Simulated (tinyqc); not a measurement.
Smearing for a one-band metal on the fcc lattice: one step. Levels on the mesh. Five cases, with inputs chosen for the exercise.

Problem. Evaluate the band and collect equal energies with their counts.

Lattice vectors (units of a): a1 = (0, 1/2, 1/2), a2 = (1/2, 0, 1/2), a3 = (1/2, 1/2, 0). E(k) = -t A_1(k) - t2 A_2(k), A_m the sum of cos(k . R) over the 12 nearest and 6 second lattice vectors. Mesh k = sum (j_i/N) b_i, j_i = 0 .. N-1.

Case 1.

Values chosen:
- t = 1.26 eV (nearest hopping)
- t2 = 0.26 eV (second hopping)
- N = 4 (unshifted mesh)

Case 2.

Values chosen:
- t = 0.81 eV (nearest hopping)
- t2 = -0.04 eV (second hopping)
- N = 5 (unshifted mesh)

Case 3.

Values chosen:
- t = 1.12 eV (nearest hopping)
- t2 = 0.25 eV (second hopping)
- N = 4 (unshifted mesh)

Case 4.

Values chosen:
- t = 0.94 eV (nearest hopping)
- t2 = 0.18 eV (second hopping)
- N = 6 (unshifted mesh)

Case 5.

Values chosen:
- t = 0.49 eV (nearest hopping)
- t2 = -0.02 eV (second hopping)
- N = 4 (unshifted mesh)

Give: Distinct levels.

Solution.

Case 1.

Distinct levels:
```
E_k (eV)  points
-16.6800       1
-7.5600        8
-5.5600        6
0.5200        12
1.5600         4
2.5200        24
3.4800         3
4.5200         6
```

8 distinct levels; the mean spacing is 3.029 eV.

Case 2.

Distinct levels:
```
E_k (eV)  points
-9.4800        1
-6.2877        8
-5.1472        6
-2.3613       12
-1.1223        8
-0.5159       24
1.2059        24
2.1872         6
2.4700        24
3.2513        12
```

10 distinct levels; the mean spacing is 1.415 eV.

Case 3.

Distinct levels:
```
E_k (eV)  points
-14.9400       1
-6.7200        8
-4.9800        6
0.5000        12
1.5000         4
2.2400        24
2.9800         3
3.9800         6
```

8 distinct levels; the mean spacing is 2.703 eV.

Case 4.

Distinct levels:
```
E_k (eV)  points
-12.3600       1
-9.0000        8
-8.0600        6
-4.7000       12
-2.8200       24
-2.2800        8
-0.5400        6
0.5400        24
0.9400        24
1.0800         4
1.4800        24
2.2800        24
2.6800         3
2.8200        36
3.2200        12
```

15 distinct levels; the mean spacing is 1.113 eV.

Case 5.

Distinct levels:
```
E_k (eV)  points
-5.7600        1
-2.9400        8
-1.9200        6
-0.1200        4
-0.0400       12
0.9800        24
2.0000         6
2.0800         3
```

8 distinct levels; the mean spacing is 1.120 eV.

Computed by tinyqc, one run a case: `OMP_NUM_THREADS=1 python tinyqc.py N N+1 out.jsonl` with N = 1651742, 1652172, 1652696, 1652791, 1680460; one thread of a shared Intel(R) Xeon(R) Processor @ 2.30GHz, about 0.4 s a run at most.
